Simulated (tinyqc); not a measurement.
Where the concentration falls to given levels: concentration-dependent dopant diffusion with charged defects and the built-in field. Computed by tinyqc, a small Python program. Command: `OMP_NUM_THREADS=1 python tinyqc.py 3023878 3023879 out.jsonl extrinsic walk`. One thread of a shared host (Intel(R) Xeon(R) Processor @ 2.30GHz), about 0.09 s of CPU time with the checks.

A constant source C_s feeds a half space. The dopant moves through neutral point defects and through charged ones, whose number grows with the majority carrier density n.

Inputs (values chosen for the exercise, modelled on arsenic in silicon):
```
quantity                        value    unit
neutral prefactor D0x          0.0125  cm^2/s
neutral activation energy E0     3.43      eV
singly charged prefactor D01     29.3  cm^2/s
activation energy E1             4.15      eV
surface concentration C_s     1.3e+20  1/cm^3
temperature T                    1150       C
time t                           2500       s
```

Field enhancement: on.

Constants: k_B = 8.617333262e-05 eV/K.

Method:
- n_i = 3.87e16 T^1.5 exp(-7014/T) per cm^3 (T in kelvin, an empirical form); each D = prefactor x exp(-E/(k_B T)); the intrinsic diffusivity D_i is their sum.
- Temperatures in kelvin are T(C) + 273.15.
- n = C/2 + sqrt(C^2/4 + n_i^2); D(C) = h [Dx + D1 (n/n_i)], h = 1 + C/sqrt(C^2 + 4 n_i^2).
- With y = x/sqrt(D_s t), u = C/C_s and q = -(D/D_s) du/dy: du/dy = -q D_s/D, dq/dy = -(y/2) q D_s/D, u(0) = 1. The surface flux q(0) is shot so that u tends to 0 (LSODA, an adaptive multistep solver, relative tolerance 1e-10). Dose Q = 2 q(0) C_s sqrt(D_s t).
- For comparison, erfc profiles with a constant D: x = 2 sqrt(D t) erfc^-1(C/C_s), with D = D_i and D = D_s.

partial diffusivities (cm^2/s): Dx 8.91880e-15, D1 5.89575e-14

n_i = 1.50371e+19 1/cm^3

surface diffusivity D_s = 1.03719e-12 cm^2/s

intrinsic diffusivity D_i = 6.78763e-14 cm^2/s

Depth (nm):
```
C/C_s       D/D_s    full  erfc with D_i  erfc with D_s
8.00e-01  0.80346   208.4          46.67          182.4
5.00e-01  0.50899   469.6         124.26          485.7
2.00e-01  0.21979   694.9         236.09          922.9
1.00e-01  0.13283   771.0         303.02         1184.5
3.00e-02  0.08272   845.3         399.78         1562.8
1.00e-02  0.07089   892.7         474.53         1854.9
1.00e-03  0.06597   976.0         606.19         2369.6
1.00e-04  0.06550  1051.0         716.74         2801.8
```

What follows from these numbers?

The depth between C/C_s = 0.1 and 1e-4 spans 280 nm in the full profile, against 414 nm for D_i and 1620 nm for D_s; the ratio of the depths at 1e-4 and at 0.5 is 2.24, against 5.77 for any erfc. The profile is box-like: fast diffusion in the heavily doped part feeds a front that moves slowly where D drops to D_i. Caution: at such a C_s dopants can cluster or exceed their solubility, which the model leaves out.
